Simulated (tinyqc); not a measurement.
One-dimensional ballistic tunnel FET, two-band WKB: effect of temperature.

A p-type source for x < 0 with its Fermi level at 0 and its valence edge at ds; in the channel the bands fall as D exp(-x/lam) towards their flat values, with the conduction edge at Ec = ds - dP and D = dP + Eg. The gate moves dP one to one. The drain Fermi level lies at -Vd and the drain side reflects nothing. For w = E - Ec between 0 and dP an electron crosses the gap. Two-band dispersion with equal masses m: inside the gap kappa = sqrt(m u (1 - u/Eg)/C), u the distance from a band edge, C = hbar^2/(2 m0).

S(w) = 2 lam int_0^Eg kappa(u) du/(w + Eg - u) = 2 pi lam sqrt(m/(C Eg)) [w + Eg/2 - sqrt(w (w + Eg))], T(w) = exp(-S). I = g (2 q^2/h) int_0^dP T(w) [f(E) - f(E + Vd)] dw, E = ds - dP + w, f(x) = 1/(1 + exp(x/Vt)). Swing = d(dP)/d(log10 I).

Parameters, values chosen for the exercise; band and dielectric values close to those of germanium:
- Eg = 0.655 eV (band gap)
- m = 0.049 m0 (band-edge mass of the two-band model)
- lam = 3.9 nm (screening length of the source junction)
- ds = 0.14 eV (source valence edge above the source Fermi level)
- Vd = 0.5 V (drain bias)
- g = 2 (number of degenerate subbands (spin apart))
- dP = 0.18 eV (tunnelling window Ev(source) - Ec(channel))

Constants: q = 1.602176634e-19 C, kB = 1.380649e-23 J/K, hbar = 1.054571817e-34 J s, h = 6.62607015e-34 J s, m0 = 9.1093837015e-31 kg, Vt = kB T/q, hbar^2/(2 m0) = 0.0380998212 eV nm^2. Results are converted to the units shown.

Effect of temperature:

| T (K) | I (uA) | swing (mV/decade) | Vt ln 10 (mV/decade) |
|---|---|---|---|
| 77 | 0.003013 | 41.42 | 15.28 |
| 150 | 0.004357 | 51.26 | 29.76 |
| 200 | 0.005807 | 59.65 | 39.68 |
| 250 | 0.007674 | 68.39 | 49.61 |
| 300 | 0.009891 | 76.77 | 59.53 |
| 350 | 0.01236 | 84.36 | 69.45 |
| 400 | 0.01498 | 91.00 | 79.37 |

I rises from 0.00301 to 0.0150 uA, and the swing rises from 41.4 to 91.0 mV/decade, while the thermionic limit rises from 15.3 to 79.4 mV/decade. Gap and mass are held fixed.

Range of the model: The two-band model describes a direct gap; phonon-assisted tunnelling across an indirect gap is left out.

Numbers from tinyqc (`OMP_NUM_THREADS=1 python tinyqc.py 2620024 2620025 out.jsonl`; about 0.01 s on one thread of a shared Intel Xeon 2.30GHz).
